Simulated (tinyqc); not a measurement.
Trap density from the capacitance step.

Question. A junction with shallow donors Nd and a deep trap has C_HF = eps0 eps_r/W and C_LF = eps0 eps_r (Nd + Nt)/(Nd W + Nt xt), xt = W - lam. Find W, xt and Nt.

Parameters, values chosen for the exercise: relative permittivity eps_r = 11.9; shallow donor density Nd = 3.2e16 cm^-3.

Constants: eps0 = 8.8541878128e-14 F/cm where lengths are in cm. Results are converted to the units shown.

C_HF = 66.988336 nF/cm^2
C_LF = 68.710441 nF/cm^2
lam = 78.147372 nm

Answer. C_HF gives W. With y = C_LF/C_HF, Nt/Nd = (y - 1)/(1 - y xt/W).

W = 157.3 nm
xt = 79.14 nm
Nt = 1.700e15 cm^-3

Program tinyqc, `OMP_NUM_THREADS=1 python tinyqc.py 2050060 2050061 out.jsonl`; Intel Xeon 2.30GHz, shared host, one thread, about 0.01 s.
